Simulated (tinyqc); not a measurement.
Undoped symmetric double-gate MOSFET, analytic potential model: course of the iteration: beta at the source by Newton steps.

An undoped body of thickness ts between two equal insulators and tied gates; long channel, electrons only, n = ni exp((psi - V)/Vt) with V the quasi-Fermi potential (0 at the source, Vd at the drain), constant mobility, no quantisation. Across the body psi(x) = V - 2 Vt ln[(ts/(2 beta)) sqrt(q ni/(2 eps0 eps_r Vt)) cos(2 beta x/ts)], x from the centre. Q is the electron charge per area of the whole body.

With V = 0: f = ln(beta) - ln(cos beta) + 2 r beta tan(beta) - (Vg - V0)/(2 Vt); f' = 1/beta + tan(beta) + 2 r [tan(beta) + beta/cos^2(beta)]; beta(new) = beta - f/f'.

Stop when beta changes by less than 1e-11, or after 40 iterations. beta must stay between 0 and pi/2.

Values chosen for this exercise:
- T = 300 K (temperature)
- Vg = 0.56 V (gate voltage)

Constants: q = 1.602176634e-19 C, kB = 1.380649e-23 J/K, Vt = kB T/q. Results are converted to the units shown.

beta at the start = 1.2
r = 0.244527
V0 = 0.572901 V

Course of the iteration:
```
iteration      beta  |change|
1          0.876286     0.324
2          0.605042     0.271
3          0.557886    0.0472
4          0.557693   1.93e-4
5          0.557693  4.42e-11
6          0.557693         0
```

Did this iteration meet its convergence test, and what does its course show?

Yes. Converged in 6 iterations. The changes do not fall evenly; from iteration 1 to 5 they shrink by a factor of 290 a step on average.

Range of the model: The surface density at the source passes 0.3 Nc, where Boltzmann statistics fail.

Computed by the program tinyqc: `OMP_NUM_THREADS=1 python tinyqc.py 2440105 2440106 out.jsonl`, one thread of a shared Intel Xeon 2.30GHz, about 0.02 s for the whole run.
